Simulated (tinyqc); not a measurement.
Speciation in dilute and buffered hydrofluoric acid, oxide etch rate and bath loading: one step, computed by the program tinyqc. Command: `OMP_NUM_THREADS=1 python tinyqc.py 3121034 3121035 out.jsonl hfetch walk`. One thread of a shared host (Intel(R) Xeon(R) Processor @ 2.30GHz), about 0.01 s of CPU time with the checks.

Concentrations stand for activities, NH4+ and Cl- are spectators, and water ionisation is neglected. H, F and HF2 denote the ions H+, F- and HF2-. The base temperature is 298 K.

Problem. Etch rate. Rate = k_a ([HF] + 2 [H2F2]) + k_b [HF2], an empirical two-term form. Time = oxide/rate; a temperature error changes the rate by exp((E_a/k_B)(1/298 - 1/(298 + error))) - 1.

Inputs (values chosen for the exercise, of the order of those for thermal oxide at room temperature):
```
quantity                         value            unit
NH4F added                         1.2           mol/L
HCl added                            0           mol/L
rate constant of neutral HF k_a     12  nm L/(min mol)
rate constant of HF2 k_b            52  nm L/(min mol)
activation energy                 0.43              eV
temperature error                  1.1               K
oxide removed per wafer            7.3              nm
```

[HF] = 0.7147247 mol/L

[H2F2] = 0 mol/L

[HF2] = 0.8837125 mol/L

Constants: k_B = 8.617333262e-05 eV/K.

Give: etch rate; share of HF2 in the rate; etch time; rate change from the temperature error.

Solution.

etch rate = 54.53 nm/min

share of HF2 in the rate = 84.27 %

etch time = 8.032 s

rate change from the temperature error = 6.352 %

Caution: at ionic strengths above about 0.5 mol/L activities differ much from concentrations, so pH and rates are only indicative.
